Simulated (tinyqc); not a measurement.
Inside a calculation. Method: sp3 tight binding, zinc-blende lattice. Computed by tinyqc, a small Python program that keeps every step. Command: `OMP_NUM_THREADS=1 python tinyqc.py 27999 28000 out.jsonl` (the two numbers bound the seeds that draw the settings). One thread of a shared host (Intel(R) Xeon(R) Processor @ 2.60GHz), about 0.01 s of CPU time with the checks.

## Bloch Hamiltonian at k

Parameters chosen for this model: zinc-blende lattice, anion at 0, cation at a/4 (1,1,1); V = eta hbar^2 / (m d^2), hbar^2/m = 7.619964 eV angstrom^2:
```
parameter          value      unit
a               5.020000  angstrom
d               2.173724  angstrom
Es anion      -13.350000        eV
Ep anion       -5.730000        eV
Es cation     -13.350000        eV
Ep cation      -5.730000        eV
eta ss         -1.210000
eta sp          1.880000
eta pp sigma    3.010000
eta pp pi      -0.750000
V ss           -1.951325        eV
V sp            3.031811        eV
V pp sigma      4.854122        eV
V pp pi        -1.209499        eV
```

k point k (2 pi / a): -0.770000  0.590000  0.610000

Slater-Koster rules over the four bonds with direction cosines (l, m, n): ss V_ss; s-px l V_sp; px-s -l V_sp; px-px l^2 V_pps + (1 - l^2) V_ppp; px-py l m (V_pps - V_ppp); each times exp(i k.d).

H(k) at k (eV):
```
                      a s                a px                 a py                 a pz
a s            -13.350000            0.000000             0.000000             0.000000
a px             0.000000           -5.730000             0.000000             0.000000
a py             0.000000            0.000000            -5.730000             0.000000
a pz             0.000000            0.000000             0.000000            -5.730000
c s   -0.952522+4.777041i  1.619241-2.261238i  -3.217417+1.138022i  -3.011687+1.215761i
c px  -1.619241+2.261238i  0.396228-1.987144i   3.477596-1.403839i   3.715153-1.314074i
c py   3.217417-1.138022i  3.477596-1.403839i   0.396228-1.987144i  -1.869738+2.611053i
c pz   3.011687-1.215761i  3.715153-1.314074i  -1.869738+2.611053i   0.396228-1.987144i

                      c s                 c px                 c py                 c pz
a s   -0.952522-4.777041i  -1.619241-2.261238i   3.217417+1.138022i   3.011687+1.215761i
a px   1.619241+2.261238i   0.396228+1.987144i   3.477596+1.403839i   3.715153+1.314074i
a py  -3.217417-1.138022i   3.477596+1.403839i   0.396228+1.987144i  -1.869738-2.611053i
a pz  -3.011687-1.215761i   3.715153+1.314074i  -1.869738-2.611053i   0.396228+1.987144i
c s            -13.350000             0.000000             0.000000             0.000000
c px             0.000000            -5.730000             0.000000             0.000000
c py             0.000000             0.000000            -5.730000             0.000000
c pz             0.000000             0.000000             0.000000            -5.730000
```

## Levels at k

Diagonalise the Hermitian matrix.

eigenvalues (eV): -19.929319  -15.249364  -11.597700  -10.863687  -4.368775  -0.606718  -0.232466  1.768029

weights |c|^2 of the basis functions:
```
        band 1    band 2    band 3    band 4    band 5    band 6    band 7    band 8
a s   0.448440  0.198977  0.013065  0.000228  0.293699  0.000503  0.010451  0.034635
a px  0.007784  0.111045  0.317950  0.000297  0.102818  0.003618  0.273177  0.183311
a py  0.023052  0.094694  0.080698  0.248533  0.055447  0.291723  0.067684  0.138169
a pz  0.020724  0.095285  0.088287  0.250941  0.048036  0.204155  0.148688  0.143885
c s   0.448440  0.198977  0.013065  0.000228  0.293699  0.000503  0.010451  0.034635
c px  0.007784  0.111045  0.317950  0.000297  0.102818  0.003618  0.273177  0.183311
c py  0.023052  0.094694  0.080698  0.248533  0.055447  0.291723  0.067684  0.138169
c pz  0.020724  0.095285  0.088287  0.250941  0.048036  0.204155  0.148688  0.143885
```

## Bloch Hamiltonian at G

k point G (2 pi / a): 0  0  0

As before.

H(k) at G (eV):
```
             a s       a px       a py       a pz         c s       c px       c py       c pz
a s   -13.350000   0.000000   0.000000   0.000000   -7.805300   0.000000   0.000000   0.000000
a px    0.000000  -5.730000   0.000000   0.000000    0.000000   3.246833   0.000000   0.000000
a py    0.000000   0.000000  -5.730000   0.000000    0.000000   0.000000   3.246833   0.000000
a pz    0.000000   0.000000   0.000000  -5.730000    0.000000   0.000000   0.000000   3.246833
c s    -7.805300   0.000000   0.000000   0.000000  -13.350000   0.000000   0.000000   0.000000
c px    0.000000   3.246833   0.000000   0.000000    0.000000  -5.730000   0.000000   0.000000
c py    0.000000   0.000000   3.246833   0.000000    0.000000   0.000000  -5.730000   0.000000
c pz    0.000000   0.000000   0.000000   3.246833    0.000000   0.000000   0.000000  -5.730000
```

## Levels at G

As before.

eigenvalues (eV): -21.155300  -8.976833  -8.976833  -8.976833  -5.544700  -2.483167  -2.483167  -2.483167

## Bands along a path

The same steps at evenly spaced points between the labelled ones.

Bands along the path (eV):
```
k             band 1      band 2      band 3      band 4     band 5     band 6     band 7     band 8
L         -19.106084  -17.036291  -11.395830  -11.395830  -4.602471  -0.064170  -0.064170   2.584846
L-G 0.20  -19.592220  -16.181438  -11.211137  -11.211137  -4.608049  -0.248863  -0.248863   2.221707
L-G 0.40  -20.271920  -14.438568  -10.695172  -10.695172  -4.637325  -0.764828  -0.764828   1.187813
L-G 0.60  -20.769540  -12.322991   -9.971535   -9.971535  -4.744353  -1.488465  -1.488465  -0.323115
L-G 0.80  -21.060257  -10.173818   -9.279745   -9.279745  -5.089701  -2.180255  -2.180255  -1.836224
G         -21.155300   -8.976833   -8.976833   -8.976833  -5.544700  -2.483167  -2.483167  -2.483167
G-X 0.20  -21.027896   -9.974449   -9.702028   -9.702028  -4.770191  -2.387463  -1.757972  -1.757972
G-X 0.40  -20.630929  -11.864232  -11.159792  -11.159792  -3.527891  -2.136948  -0.300208  -0.300208
G-X 0.60  -19.929757  -13.892565  -12.543496  -12.543496  -2.508036  -1.829643   1.083496   1.083496
G-X 0.80  -18.892239  -15.818651  -13.484312  -13.484312  -1.852706  -1.596405   2.024312   2.024312
X         -17.511163  -17.511163  -13.814828  -13.814828  -1.568837  -1.568837   2.354828   2.354828
X-W 0.20  -17.511163  -17.511163  -13.814828  -13.814828  -1.568837  -1.568837   2.354828   2.354828
X-W 0.40  -17.511163  -17.511163  -13.814828  -13.814828  -1.568837  -1.568837   2.354828   2.354828
X-W 0.60  -17.511163  -17.511163  -13.814828  -13.814828  -1.568837  -1.568837   2.354828   2.354828
X-W 0.80  -17.511163  -17.511163  -13.814828  -13.814828  -1.568837  -1.568837   2.354828   2.354828
W         -17.511163  -17.511163  -13.814828  -13.814828  -1.568837  -1.568837   2.354828   2.354828
```

With 4 band(s) filled, the highest filled level on these points lies at G and the lowest empty one at G: a gap of 3.4321 eV, direct.
